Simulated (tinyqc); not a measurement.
Dispersion: Heisenberg magnet: exchange from energy differences, ordering vector, linear spin waves and ordering temperature. Computed by tinyqc, a small Python program. Command: `OMP_NUM_THREADS=1 python tinyqc.py 3014778 3014779 out.jsonl magnon walk`. One thread of a shared host (Intel(R) Xeon(R) Processor @ 2.30GHz), about 0.09 s of CPU time with the checks.

H = -sum over pairs <ij> J_ij S_i.S_j - K sum_i (S_i^z)^2, each pair once, J > 0 ferromagnetic. First neighbours: 8 at a (0.5, 0.5, 0.5), second: 6 at a (1, 0, 0), with all permutations and signs.

Inputs (values chosen for the exercise, for a model magnet):

| quantity | value | unit |
|---|---|---|
| exchange J1 | -0.507 | meV |
| exchange J2 | 0.12 | meV |
| spin S | 3.5 | - |
| single-ion anisotropy K | 0.0036 | meV |
| lattice constant a | 3.23 | angstrom |

Lattice: bcc. Order: Neel (nearest neighbours antiparallel).

Method:
- g_s(q) = sum over shell s of cos(q.R), z1 = g1(0). A(q) = S [-J1 g1(0) + J2 (g2(0) - g2(q))] + (2S - 1) K, B(q) = S J1 g1(q), E(q) = sqrt(A^2 - B^2). The factor 2S - 1 removes the anisotropy for S = 1/2.
- sum R_x^2 over the shells is s1 = 2 a^2 and s2 = 2 a^2. Without K, E = c q with c = S sqrt(z1 |J1| (|J1| s1 + J2 s2)); the gap is E(0) = sqrt(k (k + 2 S z1 |J1|)), k = (2S - 1) K.
- J(q) = J1 g1(q) + J2 g2(q), g_s(q) = sum over shell s of cos(q.R).

gap = 0.783412 meV

spin-wave velocity c = 25.4958 meV angstrom

Energies (meV); H = (1, 0, 0), N = (0.5, 0.5, 0) in 2 pi/a:

| line | fraction of the way | E(q) | sqrt(gap^2 + c^2 q^2) |
|---|---|---|---|
| G-H | 0.10 | 4.944 | 5.021 |
| G-H | 0.20 | 9.332 | 9.950 |
| G-H | 0.30 | 12.845 | 14.899 |
| G-H | 0.40 | 15.113 | 19.854 |
| G-H | 0.50 | 15.898 | 24.810 |
| G-N | 0.10 | 3.564 | 3.593 |
| G-N | 0.25 | 8.340 | 8.802 |
| G-N | 0.50 | 14.225 | 17.552 |
| G-N | 0.75 | 16.959 | 26.314 |
| G-N | 1.00 | 17.578 | 35.078 |

At the end of the G-H rows the long-wave form is 1.56 times the true energy. At the end of the G-N rows the long-wave form is 2.00 times the true energy. It holds to 5 % in 2 of the ten rows; nearer the zone boundary the cosine flattens the band.
